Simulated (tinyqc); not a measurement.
Charges from the flat band at three thicknesses.

Inverse problem. For a gate stack whose outer layer (permittivity e2) is made in three thicknesses t2, Vfb = V0 - (q/eps0) [Qb t2/e2 + r2 t2^2/(2 e2)], with Qb the sheet density of all charge below that layer and r2 the uniform density in it. Find V0, Qb and r2.

Parameters, values chosen for the exercise: relative permittivity of layer 2 e2 = 8.87.

Constants: q = 1.602176634e-19 C, eps0 = 8.8541878128e-14 F/cm where lengths are in cm. Results are converted to the units shown.

t2 (nm): 2.4  4.1  8.3
Vfb (V): -0.21079415  -0.25072890  -0.40752614

Solution. A parabola through the three points gives the three coefficients.

V0 = -0.178 V
Qb = 4.04e11 cm^-2
r2 = 2.30e18 cm^-3

Numbers from tinyqc (`OMP_NUM_THREADS=1 python tinyqc.py 2010148 2010149 out.jsonl`; about 0.01 s on one thread of a shared Intel Xeon 2.30GHz).
